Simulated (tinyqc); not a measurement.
Inside a calculation: shallow acceptor in the spherical four-band model. Values are carried at full precision from step to step, so a last printed digit may differ when a step is redone from the rounded ones.

Units Ry* = Ry/(g1 eps^2) and a* = a0 eps g1; mu = (6 g3 + 4 g2)/(5 g1) is the spherical heavy-light coupling and delta = (g3 - g2)/g1 the cubic term, which is left out.

Constants: Ry = 13.60569312 eV; a0 (Bohr radius) = 0.5291772105 angstrom.

Inputs chosen for the exercise (near those of a shallow acceptor in Ge; not measured data):
- g1 = 13.3 (Luttinger gamma1)
- g2 = 4.29 (gamma2)
- g3 = 5.76 (gamma3)
- eps = 15.5 (dielectric constant)
- al = (1.12, 6.72) 1/a*^2 (exponents a_i, the same for f and g)
- Dso = 0.278 eV (spin-orbit splitting)

## Units and couplings

Give Ry*, a*, mu, delta and the spherical masses 1/(g1 (1 -/+ mu)).

Ry* = 4.258 meV
a* = 109.09 angstrom
mu = 0.77774
delta = 0.1105

heavy and light mass (m0): 0.3383  0.0423

A hydrogen model with the heavy mass would bind by Ry*/(1 - mu) = 19.2 meV and with the light mass by 2.4 meV. delta/mu = 0.14: the cubic term is a modest correction.

## Matrices in a small basis

The ground state 1S3/2 has an L = 0 part f(r) and an L = 2 part g(r). In units of Ry* and a*, with Gaussians f_i = exp(-a_i r^2), g_i = r^2 exp(-a_i r^2), A = a_i + a_j and I(n) = Gamma((n + 1)/2)/(2 A^((n + 1)/2)): S_ff = I(2), S_gg = I(6), H_ff = (6 a_i a_j/A) I(2) - 2 I(1), H_gg = (14 a_i a_j/A) I(6) - 2 I(5), H_fg = -mu [15 I(2) - 20 a_j I(4) + 4 a_j^2 I(6)]; each function is then normalised. The split-off band is left out.

Form S and H.

S:
```
        f1      f2      g1      g2
f1  1.0000  0.5855       0       0
f2  0.5855  1.0000       0       0
g1       0       0  1.0000  0.2868
g2       0       0  0.2868  1.0000
```

H (Ry*):
```
         f1        f2       g1        g2
f1  -0.0176   -0.3272  -3.3737   -0.9674
f2  -0.3272   11.8866  -5.8047  -20.2419
g1  -3.3737   -5.8047   6.0386    2.8877
g2  -0.9674  -20.2419   2.8877   42.6275
```

## Ground state in the small basis

Solve H u = E S u for the lowest level of the acceptor; the first half of the basis is L = 0 and the second L = 2. Give E, E without the f-g block, and the L = 2 weight u_g S_gg u_g with u S u = 1.

E = -2.096 Ry*
E without coupling = -0.026 Ry*
L = 2 weight = 0.244

Without the coupling the exact value is -1, which this basis, tuned to the compact coupled state, misses by 0.974. The coupling to L = 2 takes the level to 2.10 times that exact value.

## Converged result

Converged values use 22 exponents 2.2^i, i = -7 to 14, for f and for g.
Ground and next level of the same symmetry, L = 2 weight and mean radius.

1S3/2 and 2S3/2 (Ry*): -2.362  -0.704

binding energies (meV): 10.1  3.0

L = 2 weight = 0.280
<r> = 76.5 angstrom

The small basis reaches 89 % of the binding. The ratio 1S/2S is 3.35 (4 for hydrogen). The binding is 0.04 of Dso, so leaving out the split-off band is safe.

## Checks

- Level at mu = 0 against -1 Ry*: both -1.0000.
- Ground level from a second, denser basis, Ry*: both -2.362.

(tinyqc, `OMP_NUM_THREADS=1 python tinyqc.py 1252719 1252720 out.jsonl`, Intel(R) Xeon(R) Processor @ 2.30GHz, 1 thread, shared host, about 0.05 s.)
